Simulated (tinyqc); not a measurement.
What each parameter does: valley splitting in a one-orbital chain of atomic planes (second-neighbour model).

Each (001) plane carries one orbital with energy e0, hopping v to the next plane and u to the second: E(phi) = e0 + 2 v cos(phi) + 2 u cos(2 phi), where phi = pi - k a/4 (the sign of every second orbital is chosen so that v > 0, which shifts the phase by pi). The minimum lies at cos(phi0) = -v/(4u), phi0 = pi - (pi/2) k0 for a valley at k0 (2 pi/a), and e0 puts it at zero. A slab of N planes has hard walls: the matrix simply ends.

A well of Nw planes between barriers of 40 planes each (as of a SiGe alloy, taken as an offset alone). With x = j - 39.5 for plane j = 0, 1, ..., the potential is V0 (f(x) + f(Nw - x)) + F (j - 40) a/4, f(y) = 1/(1 + exp(y/L)), a step for L = 0; L is in planes, 4 L is about the distance over which f goes from 0.88 to 0.12, and 1 MV/m = 1e-4 V/angstrom.

Constants: hbar^2/2m0 = 3.80998211 eV angstrom^2.

Values chosen for the exercise (near those of the Delta valleys of silicon; abrupt walls in this chain split the valleys several times more than measured wells; the results hold for these values, not for the real material): a = 5.427 angstrom (lattice constant; planes lie a/4 apart); k0 = 0.841 2 pi/a (position of the valley); ml = 0.889 m0 (longitudinal mass); V0 = 0.15 eV (barrier height); F = 5 MV/m (field); Nw = 41 (planes in the well).

Step interfaces (L = 0). u, v, e0 follow from 8 u sin^2(phi0) = (2c/ml)/(a/4)^2, v = -4u cos(phi0), e0 = 2u + v^2/(4u), c = hbar^2/2m0.

Results for these values:

| case | mean level (meV) | splitting (micro-eV) |
|---|---|---|
| base | 21.75 | 810.2 |

What happens to each result for V0 = 0.225 eV, all else kept?

Answer: mean level rises from 21.75 to 22.48; splitting rises from 810.2 to 824.7.

The same for each parameter in turn:

| case | mean level (meV) | splitting (micro-eV) |
|---|---|---|
| base | 21.75 | 810.2 |
| k0 = 0.851 2 pi/a | 21.75 | 968.4 |
| ml = 0.978 m0 | 20.93 | 791.8 |
| V0 = 0.225 eV | 22.48 | 824.7 |
| F = 10 MV/m | 31.72 | 1434.2 |
| Nw = 42 | 21.62 | 930.5 |

tinyqc: `OMP_NUM_THREADS=1 python tinyqc.py 1482514 1482515 out.jsonl`; about 0.01 s, one thread, shared Intel(R) Xeon(R) Processor @ 2.30GHz.
